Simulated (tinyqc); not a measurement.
## Resistance of a source-drain extension with a graded tip: effect of the active doping of the extension far from the gate

y runs along the channel, the gate covers y > 0. The doping is N0 for y < y0 and N0 10^(-(y - y0)/la) beyond, uniform over the depth xj. Sheet conductance s(y) = q mu(N) max(N - Nch, 0) xj + (for y > 0) ma Cox Vo, with mu(N) = u0 + (u1 - u0)/(1 + (N/Nr)^au) and Cox = eps0 eox/tox. Current is taken as one-dimensional; depletion of the tip, spreading and the contact are left out. The metallurgical junction lies at yj, where N = Nch.

R_spacer = integral of dy/s from -Ls to 0, R_ov from 0 to yj, R_channel = (Lg - 2 yj)/(ma Cox Vo), R_total = 2 R_spacer + 2 R_ov + R_channel. Electrical length L_eff = ma Cox dR_total/d(1/Vo); R_series = R_total - L_eff/(ma Cox Vo).

Values chosen for this exercise; mobility law close to that of electrons in silicon: relative permittivity of the gate insulator (close to aluminium oxide) eox = 9.02; insulator thickness tox = 3.7 nm; lateral abruptness la = 4.9 nm/decade; position under the gate where the fall begins (gate edge at 0) y0 = 3.3 nm; depth of the extension xj = 6 nm; channel doping Nch = 5.2e17 cm^-3; spacer length Ls = 25 nm; gate overdrive Vo = 0.4 V; mobility of the gate-induced layer ma = 99 cm^2/(V s); mobility at low doping u1 = 1414 cm^2/(V s); mobility at high doping u0 = 68.5 cm^2/(V s); reference doping Nr = 9.2e16 cm^-3; exponent au = 0.711; gate length Lg = 60 nm.

Constants: q = 1.602176634e-19 C, eps0 = 8.8541878128e-14 F/cm where lengths are in cm. Results are converted to the units shown.

Effect of the active doping of the extension far from the gate:

| N0 (cm^-3) | yj (nm) | R_spacer (ohm um) | R_ov (ohm um) | R_channel (ohm um) | R_total (ohm um) | L_eff (nm) | R_series (ohm um) |
|---|---|---|---|---|---|---|---|
| 2e19 | 11.07 | 137.4 | 72.16 | 443.0 | 862.1 | 45.86 | 325.6 |
| 3.1e19 | 12.00 | 95.19 | 72.38 | 421.2 | 756.3 | 43.87 | 243.1 |
| 4.7e19 | 12.88 | 66.39 | 72.27 | 400.5 | 677.8 | 42.00 | 186.4 |
| 7.2e19 | 13.79 | 45.37 | 71.99 | 379.2 | 614.0 | 40.13 | 144.5 |
| 1.1e20 | 14.69 | 30.78 | 71.69 | 358.1 | 563.1 | 38.29 | 115.1 |
| 1.7e20 | 15.62 | 20.49 | 71.40 | 336.4 | 520.2 | 36.42 | 94.19 |
| 2.6e20 | 16.52 | 13.69 | 71.17 | 315.3 | 485.0 | 34.60 | 80.24 |
| 4e20 | 17.44 | 9.045 | 71.00 | 293.8 | 453.9 | 32.76 | 70.67 |

As N0 goes from 2e19 to 4e20, R_total falls from 862 to 454 ohm um, L_eff falls from 45.9 to 32.8 nm and R_series falls from 326 to 70.7 ohm um.

tinyqc, about 0.03 s, one thread, Intel Xeon 2.30GHz (shared host): `OMP_NUM_THREADS=1 python tinyqc.py 2282142 2282143 out.jsonl`
